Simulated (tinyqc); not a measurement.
Electrons shared among three sets of ellipsoidal valleys: sweeps and comparisons. A value that a table varies takes the place of the one given here.

F_j(eta) = (1/Gamma(j + 1)) integral_0^infinity x^j dx/(1 + exp(x - eta)), which tends to exp(eta) for eta << 0.

Sets Delta2, Delta4, L: N_i = M_i times N = 2 (m kB T/(4 pi c))^(3/2) with c = hbar^2/2m0, in 1/angstrom^3; times 1e24 for 1/cm^3, m = (ml mt^2)^(1/3); n = sum_i N_i F_1/2((EF - dE_i)/kT), energies from the edge of the first set; mu_drift = sum of share times mobility.

Constants: hbar^2/2m0 = 3.80998211 eV angstrom^2; kB = 8.617333262e-05 eV/K.

Inputs chosen for the exercise (masses and offsets near those of Si; mobilities are free inputs, held fixed; the results hold for these values, not for the real material): dE = (0, 0.081, 0.963) eV (edges of Delta2, Delta4, L above the first, the first two split by strain); M = (2, 4, 4) (valleys in each set); ml = (0.886, 0.886, 1.665) m0 (longitudinal masses of Delta2, Delta4, L); mt = (0.1874, 0.1874, 0.1175) m0 (transverse masses); mu = (1600, 850, 490) cm^2/(V s) (mobility of each set, for current in the plane normal to the Delta2 axis); n = 1.7e+19 1/cm^3 (total electron density); T = 400 K.

## Transfer between valleys with temperature

Offsets, masses and mobilities are held fixed; n is fixed too, so the high values of T stand for hot electrons, not for the lattice.

Populations:
```
T (K)  EF (eV)  share Delta2  share Delta4  share L  mu_drift
77      0.0475        0.9991        0.0009   0.0000      1599
150     0.0443        0.9788        0.0212   0.0000      1584
300     0.0282        0.8706        0.1294   0.0000      1503
450     0.0019        0.7616        0.2384   0.0000      1421
600    -0.0317        0.6792        0.3208   0.0000      1359
900    -0.1143        0.5754        0.4246   0.0000      1282
1200   -0.2113        0.5167        0.4832   0.0001      1237
2000   -0.5159        0.4416        0.5555   0.0029      1180
```

The share of Delta2 goes from 0.999 to 0.442 and the mean mobility from 1599 to 1180 cm^2/(V s). Delta2 and Delta4 hold equal numbers between T = 1200 and 2000 K. The share of L is at most 0.0029.

## Transfer between valleys with doping

Parabolic valleys; band tails and gap narrowing are left out.

Populations:
```
n (1/cm^3)  EF (eV)  share Delta2  share Delta4  share L  mu_drift
1.0e+16     -0.2548        0.8398        0.1602   0.0000      1480
1.0e+17     -0.1754        0.8395        0.1605   0.0000      1480
1.0e+18     -0.0954        0.8372        0.1628   0.0000      1478
3.0e+18     -0.0563        0.8318        0.1682   0.0000      1474
1.0e+19     -0.0106        0.8133        0.1867   0.0000      1460
3.0e+19      0.0379        0.7628        0.2372   0.0000      1422
1.0e+20      0.1068        0.6369        0.3631   0.0000      1328
```

The share of Delta2 goes from 0.840 to 0.637 and the mean mobility from 1480 to 1328 cm^2/(V s). Delta2 holds more than Delta4 throughout. The share of L is at most 3.8e-12.

## Moving the second set by strain or alloying

The second entry of dE is replaced by the values listed; a negative value puts that set lowest.

Populations:
```
offset (eV)  EF (eV)  share Delta2  share Delta4  share L  mu_drift
-0.100       -0.1101        0.0324        0.9676   0.0000       874
-0.050       -0.0640        0.1189        0.8811   0.0000       939
0.000        -0.0252        0.3333        0.6667   0.0000      1100
0.025        -0.0101        0.4835        0.5165   0.0000      1213
0.050         0.0016        0.6364        0.3636   0.0000      1327
0.100         0.0156        0.8655        0.1345   0.0000      1499
0.150         0.0207        0.9626        0.0374   0.0000      1572
0.200         0.0221        0.9908        0.0092   0.0000      1593
0.300         0.0225        0.9995        0.0005   0.0000      1600
```

The share of Delta2 goes from 0.032 to 0.999 and the mean mobility from 874 to 1600 cm^2/(V s). Delta2 and Delta4 hold equal numbers between offset = 0.025 and 0.05 eV. The share of L is at most 1.9e-12. With Boltzmann statistics the first two sets are equal at kT ln(N_2/N_1) = 0.0239 eV; the crossing, if any, lies elsewhere because the electrons are degenerate and fill the set with fewer states high above its edge.

## What moves the populations

All else solved anew. Each row changes one parameter from the base and keeps the others.

Results:
```
case                              EF (eV)  share Delta2  share Delta4  share L  mu_drift (cm^2/(V s))
base                               0.0116        0.7951        0.2049   0.0000                   1446
T = 450 K                          0.0019        0.7616        0.2384   0.0000                   1421
n = 5.1e+19 1/cm^3                 0.0655        0.7166        0.2834   0.0000                   1387
dE = (0, 0.0648, 0.963) eV         0.0070        0.7183        0.2817   0.0000                   1389
mt = (0.1874, 0.2249, 0.1175) m0   0.0099        0.7657        0.2343   0.0000                   1424
ml = (0.886, 1.0632, 1.665) m0     0.0108        0.7807        0.2193   0.0000                   1436
mu = (1920, 850, 490) cm^2/(V s)   0.0116        0.7951        0.2049   0.0000                   1701
```

The largest shifts from the base row, up to three for each result and ties (the steps differ in size, so this ranks the rows, not the parameters). EF (eV): n +0.0539, T -0.0097, dE -0.0046; unchanged at the printed digits by mu. share Delta2: n -0.0785, dE -0.0768, T -0.0335; unchanged at the printed digits by mu. share Delta4: n +0.0785, dE +0.0768, T +0.0335; unchanged at the printed digits by mu. share L: unchanged at the printed digits by T, n, dE, mt, ml and mu. mu_drift (cm^2/(V s)): mu +254, n -59, dE -58.

Computed by tinyqc, a small Python program: `OMP_NUM_THREADS=1 python tinyqc.py 1682547 1682548 out.jsonl` (the numbers bound the seed that draws the inputs); one thread of a shared host (Intel(R) Xeon(R) Processor @ 2.30GHz), about 0.01 s for the whole set of steps.
